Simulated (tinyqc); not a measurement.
# MOSFET in saturation, small-signal circuit and noise: several studies

Bias by the inversion coefficient IC = I/Ispec (charge-based model with velocity saturation; weak inversion below 0.1, strong above 10). Common-source circuit: gm, gds, Cgs, Cgd and Cj at the inner nodes, Rg in series with the gate; quasi-static, no source or drain resistance, no gate-body capacitance, no substrate network, no induced gate noise, so fmax is an upper estimate.

Values chosen for this exercise: temperature T = 325 K; gate length L = 28 nm; total gate width W = 5 um; gate capacitance Cox = 1.43 uF/cm^2; mobility mu = 330 cm^2/(V s); slope factor n = 1.42; velocity-saturation length Ls = 25 nm; ratio gds/gm sg = 0.079; overlap and fringe capacitance per side Cov = 0.39 fF/um; drain junction capacitance Cj = 0.84 fF/um; sheet resistance of the gate Rsh = 20 ohm; finger width Wf = 4 um; gate contact and vertical resistance Rc = 50 ohm um; inversion coefficient IC = 0.094; short-channel excess of the noise factor gw = 0.08; oxide trap density Nt = 5.1e16 cm^-3 eV^-1; tunnelling length into the oxide lt = 0.1 nm; Coulomb scattering coefficient ac = 10000 V s/C.

Constants: q = 1.602176634e-19 C, kB = 1.380649e-23 J/K, Vt = kB T/q. Results are converted to the units shown.

Each table varies one quantity; the others keep the values above.

## Effect of the overlap and fringe capacitance per side on speed and noise

Ispec = 2 n mu Cox (W/L) Vt^2, lc = Ls/L, gms = [sqrt((lc IC + 1)^2 + 4 IC) - 1]/[2 + lc (lc IC + 1)], gm = gms Ispec/(n Vt), gds = sg gm. qs = [sqrt(1 + 4 IC) - 1]/2, Cgs = Cox W L qs (2 qs + 3)/(3 (qs + 1)^2) + Cov W, Cgd = Cov W, Cd = Cj W, Rg = Rsh (Wf/L)/(12 Nf) + Rc/W with Nf = W/Wf fingers (not rounded) contacted at both ends. fT = gm/(2 pi (Cgs + Cgd)), fmax = fT/(2 sqrt(Rg (gds + 2 pi fT Cgd))). Channel noise Sid = 4 kB T gam n gm with gam = (1/2 + (2/3) qs)/(1 + qs) + gw lc IC, qs = [sqrt(1 + 4 IC) - 1]/2, lc = Ls/L (the last term an empirical rise with velocity saturation); at the gate, white noise Sw = Sid/gm^2 + 4 kB T Rg. Number fluctuation with correlated mobility: S(f) = K/f, K = q^2 Vt lt Nt/(W L Cox^2) (1 + ac mu Cox I/gm)^2, Vt in eV with Nt per eV. Corner fc = K/Sw. IC is held fixed.

The same in every row: I (uA) = 17.64; Rg (ohm) = 200.5; sqrt(Sw) (nV/Hz^0.5) = 6.129; fc (MHz) = 5.020.

Results:
```
Cov (fF/um)  fT (GHz)  fmax (GHz)
0.05            94.79       249.7
0.15            37.52       91.95
0.25            23.39       56.39
0.45            13.34       31.80
0.55            10.98       26.11
0.65            9.332       22.15
```

Estimate the missing row, Cov = 0.35 fF/um.

Computed row:
```
Cov (fF/um)  fT (GHz)  fmax (GHz)
0.35            16.99       40.67
```

With this row back in the table: As Cov goes from 0.05 to 0.65 fF/um, fT falls from 94.8 to 9.33 GHz, fmax falls from 250 to 22.1 GHz, the white noise stays at 6.13 nV/Hz^0.5 and the corner stays at 5.02 MHz.

## Effect of the finger width on speed and noise

Same model as above.

Corner fc = K/Sw. IC is held fixed.

The same in every row: I (uA) = 17.64; fT (GHz) = 15.31.

Results:
```
Wf (um)  Rg (ohm)  fmax (GHz)  sqrt(Sw) (nV/Hz^0.5)  fc (MHz)
0.25        10.74       158.1                 5.844     5.521
0.5         12.98       143.8                 5.848     5.514
1           21.90       110.7                 5.861     5.488
4           200.5       36.59                 6.129     5.020
8           771.9       18.65                 6.915     3.943
```

Estimate the missing row, Wf = 2 um.

Computed row:
```
Wf (um)  Rg (ohm)  fmax (GHz)  sqrt(Sw) (nV/Hz^0.5)  fc (MHz)
2           57.62       68.25                 5.916     5.388
```

With this row back in the table: As Wf goes from 0.25 to 8 um, fT stays at 15.3 GHz, fmax falls from 158 to 18.6 GHz, the white noise rises from 5.84 to 6.91 nV/Hz^0.5 and the corner falls from 5.52 to 3.94 MHz. The finger width leaves fT alone and acts through Rg, whose sheet part goes as Wf^2. For Wf = 0.25 to 2 um fmax exceeds 4 fT, where channel resistance and substrate losses, left out here, would cap it.

## Effect of the inversion coefficient on speed and noise

Same model as above.

Corner fc = K/Sw. IC is held fixed.

The same in every row: Rg (ohm) = 200.5.

Effect of the inversion coefficient on speed and noise:
```
IC    I (uA)  fT (GHz)  fmax (GHz)  sqrt(Sw) (nV/Hz^0.5)  fc (MHz)
0.03   5.631     5.445       21.86                 9.952     1.851
0.1    18.77     16.14       37.56                 5.985     5.277
0.3    56.31     38.00       57.43                 4.179     11.66
1      187.7     78.17       81.94                 3.288     23.04
3      563.1     119.6       100.9                 3.048     41.45
10      1877     148.8       112.2                 3.298     98.56
30      5631     158.5       115.6                 4.189     283.1
```

As IC goes from 0.03 to 30, fT rises from 5.45 to 158 GHz, fmax rises from 21.9 to 116 GHz, the white noise goes from 9.95 through a minimum of 3.05 (at IC = 3 among the rows listed) to 4.19 nV/Hz^0.5 and the corner rises from 1.85 to 283 MHz. At IC = 0.03 fmax exceeds 4 fT, where channel resistance and substrate losses, left out here, would cap it.

tinyqc, about 0.01 s, one thread, Intel Xeon 2.30GHz (shared host): `OMP_NUM_THREADS=1 python tinyqc.py 2150053 2150054 out.jsonl`
